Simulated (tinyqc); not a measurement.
Finite-size error of a charged defect in a periodic cell: Madelung and Makov-Payne terms: one step, computed by the program tinyqc. Command: `OMP_NUM_THREADS=1 python tinyqc.py 3028608 3028609 out.jsonl imagecharge walk`. One thread of a shared host (Intel(R) Xeon(R) Processor @ 2.30GHz), about 0.02 s of CPU time with the checks.

L is the cube root of the cell volume. The defect charge is a Gaussian, rho(r) = q (2 pi sigma^2)^(-3/2) exp(-r^2/2 sigma^2), repeated periodically in a uniform neutralising background and screened by a continuum. The model cell energy is E(L) = E_0 + [periodic - isolated electrostatic energy].

Question. Madelung energy. Ewald sum for a unit point charge: scale each Cartesian component of the cell by 1/sqrt(eps_i), giving R', G' and V'; E = [ (1/2) sum erfc(eta R')/R' + (2 pi/V') sum exp(-G'^2/4 eta^2)/G'^2 - eta/sqrt(pi) - pi/(2 V' eta^2) ] e^2/(4 pi eps_0) / sqrt(eps_x eps_y eps_z), over n_i = -6..6, omitting n = (0,0,0), eta = 2/V'^(1/3). alpha = -2 E eps_g L/(e^2/(4 pi eps_0)), eps_g = (eps_x eps_y eps_z)^(1/3).

Inputs (values chosen for the exercise, with screening close to that of AlN): charge q = 2 e; cell length L = 10.4 angstrom; dielectric constant eps = 8.41.

Supercell lattice: tetragonal. Screening: isotropic.

cell vectors (rows) (angstrom):
```
         1        2         3
1  9.12598  0.00000   0.00000
2  0.00000  9.12598   0.00000
3  0.00000  0.00000  13.50645
```

Constants: e^2/(4 pi eps_0) = 14.39964548 eV angstrom.

Give: terms for a unit charge; Madelung constant alpha; point-charge correction -q^2 E.

Answer.

terms for a unit charge (eV): real space 0.00506, reciprocal 0.02495, self -0.18577, background -0.06465

Madelung constant alpha = 2.6777

point-charge correction -q^2 E = 0.88168 eV

Cubic cells have alpha = 2.837 (sc) to 2.888 (fcc, bcc); this cell, as seen through the screening, is so far from compact that alpha drops well below.
